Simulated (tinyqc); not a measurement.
Levels against anisotropy: donor in an ellipsoidal valley (Kohn-Luttinger variational method). Computed by tinyqc, a small Python program. Command: `OMP_NUM_THREADS=1 python tinyqc.py 3004380 3004381 out.jsonl kohnlutt walk`. One thread of a shared host (Intel(R) Xeon(R) Processor @ 2.30GHz), about 0.03 s of CPU time with the checks.

H = -(d^2/dx^2 + d^2/dy^2) - gamma d^2/dz^2 - 2/r in units built on m_t, with gamma = m_t/m_l and z along the valley axis. One valley; no valley-orbit or central-cell term.

Inputs (values chosen for the exercise, modelled on diamond): transverse mass m_t = 0.33 m_0; longitudinal mass m_l = 1.53 m_0; dielectric constant eps = 5.72.

Constants: Ry = 13.605693123 eV; a_0 = 0.529177210903 angstrom.

Method:
- Ry* = Ry m_t/eps^2, a* = a_0 eps/m_t, gamma = m_t/m_l.
- Trial function exp(-sqrt((x^2 + y^2)/a^2 + z^2/b^2)) with beta = b/a < 1: E = t/a^2 - u/a, t = (2 + gamma/beta^2)/3, u = 2 arcsin(sqrt(1 - beta^2))/sqrt(1 - beta^2); the best a is 2 t/u and E(beta) = -u^2/(4 t).
- The trial energy is minimised over beta by golden section from 0.05 to 0.999, 60 steps.
- Gaussian basis: g = P exp(-al (x^2 + y^2) - be z^2) with P = 1 (s-like), z (2p0) or x (2p+-); al = 0.004 x 2.6^k, k = 0..11, and be/al = 1, gamma^(-1/2) or 1/gamma (36 functions); 1/r = (2/sqrt(pi)) int exp(-t^2 r^2) dt by 48 Gauss-Legendre points after t = sqrt(al_i + al_j) tan(theta); overlap eigenvalues below 1e-10 are dropped.

gamma = 0.215686

Binding energies (Ry*):
```
gamma  1s, trial  1s, Gaussians      2p0     2p+-
0.054     2.0624         2.0733  0.99695  0.36628
0.110     1.8034         1.8085  0.76054  0.34431
0.220     1.5441         1.5460  0.56120  0.31875
0.320     1.4044         1.4053  0.46807  0.30325
0.360     1.3609         1.3616  0.44100  0.29816
0.600     1.1759         1.1761  0.33584  0.27488
0.860     1.0508         1.0508  0.27341  0.25748
```

What does the comparison show, and why?

As gamma falls from 0.86 to 0.054, 1s deepens from 1.051 to 2.073 Ry*, on the way from the hydrogen value 1 to the two-dimensional limit 4; 2p+- moves from 0.257 to 0.366 (limits 1/4 and 4/9), while 2p0 climbs from 0.273 to 0.997 and joins 1s as gamma tends to 0. Near gamma = 1 the trial function is almost exact and can pass the Gaussian basis, whose own error is about 3e-5 Ry*. Caution: a* is only a few bond lengths, so central-cell and valley-orbit terms are large.

Extremes, crossings and ranges named in words are read from the listed rows.
